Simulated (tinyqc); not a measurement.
Precursor delivery by bubblers, mass-transport growth and the solid composition of a III-V alloy: one step, computed by the program tinyqc.

1 sccm = 44.615 micromol/min; 1 torr = 133.322 Pa. The sources decompose fully at the surface.

Task: Solid composition. A sticks fully. B desorbs: its surface pressure is p_B* = x gamma_B K/sqrt(p_V), ln gamma_B = L0 (1 - x)^2/(R T), K = 10^(log10 K at 1000 K) exp[-(H/R)(1/T - 1/1000)], p_V in torr. With equal diffusivities x = (p_2 - p_B*)/(p_1 + p_2 - p_B*). Growth rate = rate per torr x p_1/(1 - x).

Inputs (values chosen for the exercise, modelled on trimethylgallium (source 1) and trimethylindium (source 2) for the vapour pressures):

| quantity | value | unit |
|---|---|---|
| bath temperature T1 | 259 | K |
| bath temperature T2 | 289 | K |
| growth temperature T | 1040 | K |
| flow cross-section A | 19 | cm^2 |
| interaction L0 of the solid | 21.4 | kJ/mol |
| log10 of p_B,eq over pure BC at 1000 K and 1 torr of group V (exaggerated: liquid indium has about -4.1) | -2.8 | log10 torr |
| enthalpy of that equilibrium H | 333 | kJ/mol |

Alloy: mixing on the group-III sites, with desorption of B.

p_V = 4.923077 torr

vapour fraction of source 2 = 0.5039218

p_1 = 0.003200980 torr

p_2 = 0.003251592 torr

growth rate per torr of group III = 144.2328 micrometre/(h torr)

Constants: R = 8.314462618 J/(mol K).

Give: K/sqrt(p_V); solid fraction x; share of B incorporated, 1 - p_B*/p_2; growth rate.

Result:

K/sqrt(p_V) = 0.003333 torr

solid fraction x = 0.1266

share of B incorporated, 1 - p_B*/p_2 = 0.1427

growth rate = 0.5286 micrometre/h

Only 14 % of the B supplied is built in; more group V or a lower T would raise it. Caution: the boundary layer is a quarter or more of the root of the cross-section, so it fills much of the channel and depletion along the flow matters.
